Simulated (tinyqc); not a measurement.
Bond length, ionicity and dielectric constant: Penn model of the dielectric constant and Phillips ionicity.

n = 32/a^3; Ep^2 = 8 pi c e2 n with c = hbar^2/2m0, e2 = e^2/(4 pi eps0); EF = c (3 pi^2 n)^(2/3); eps = 1 + (Ep/Eg)^2 S with S = 1 - Eg/(4 EF) + (Eg/(4 EF))^2/3, Eg the Penn gap. Core d shells are left out.

Phillips: bond length d = sqrt(3) a/4; homopolar gap Eh = 39.74 d^(-2.48) eV (d in angstrom); Eg^2 = Eh^2 + C^2; ionicity fi = C^2/Eg^2.

Constants: hbar^2/2m0 = 3.80998211 eV angstrom^2; e^2/(4 pi eps0) = 14.39964547 eV angstrom.

Each case gives a and C, chosen for the exercise.

Results:
```
case       a (angstrom)  C (eV)  Eh (eV)  Eg (eV)  Ep (eV)    eps     fi
near GaP          5.426    3.37     4.78     5.85    16.62   8.17  0.332
near SiC          4.352    4.26     8.26     9.29    23.14   6.49  0.210
near CdTe         6.511    4.67     3.04     5.57    12.64   5.37  0.702
near InSb         6.450    2.25     3.11     3.84    12.82  10.98  0.343
near AlN          4.401    6.60     8.03    10.39    22.75   5.17  0.403
near GaN          4.503    8.34     7.59    11.27    21.98   4.24  0.547
```

eps runs from 4.24 (near GaN) to 10.98 (near InSb). Eg varies by a factor 2.94 and Ep by 1.83; the order of eps is not simply the reverse order of Eg, since Ep varies too. Without the d-shell correction the model runs low for the heavier compounds.

(tinyqc, `OMP_NUM_THREADS=1 python tinyqc.py 1650010 1650011 out.jsonl`, Intel(R) Xeon(R) Processor @ 2.30GHz, 1 thread, shared host, about 0.01 s.)
